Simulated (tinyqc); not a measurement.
Charge control and current of a heterostructure field-effect transistor: one step, computed by the program tinyqc. Command: `OMP_NUM_THREADS=1 python tinyqc.py 3031010 3031011 out.jsonl hemt walk`. One thread of a shared host (Intel(R) Xeon(R) Processor @ 2.30GHz), about 0.01 s of CPU time with the checks.

Two subbands in a triangular well; E_F is counted from the conduction band edge of the channel at the interface.

Problem. Saturation current. With V = e n_s/C_g and V_c = v_s L/mu: for v = mu F up to v_s, I/W = C_g v_s V_c (sqrt(1 + (V/V_c)^2) - 1) and V_Dsat = V + V_c - sqrt(V^2 + V_c^2); g_m = dI/dV; extrinsic g_m/(1 + g_m R_S); f_T = g_m/(2 pi C_g L).

Inputs (values chosen for the exercise, modelled on AlGaN/GaN):
```
quantity                     value        unit
conduction band offset dE_c   0.48          eV
mobility mu                   1900  cm^2/(V s)
saturation velocity v_s        1.3    1e7 cm/s
gate length L                  840          nm
source resistance R_S            0      ohm mm
temperature T                  300           K
```

Charge source: polarisation. Velocity law: two-piece.

sheet density n_s = 1.413396e+13 1/cm^2

gate capacitance C_g = 0.3215071 microfarad/cm^2

Constants: e = 1.602176634e-19 C.

Give: V; V_c; V_Dsat; saturation current I/W; intrinsic g_m; extrinsic g_m; intrinsic f_T.

Solution.

V = 7.0434 V

V_c = 0.57474 V

V_Dsat = 0.55133 V

saturation current I/W = 2713.4 mA/mm

intrinsic g_m = 416.57 mS/mm

extrinsic g_m = 416.57 mS/mm

intrinsic f_T = 24.550 GHz

V/V_c = 12.26: velocity saturation rules; I is 92 % of e n_s v_s = 2940 mA/mm. Caution: E_F lies above the conduction band minimum of the barrier, so electrons would spill into the barrier.
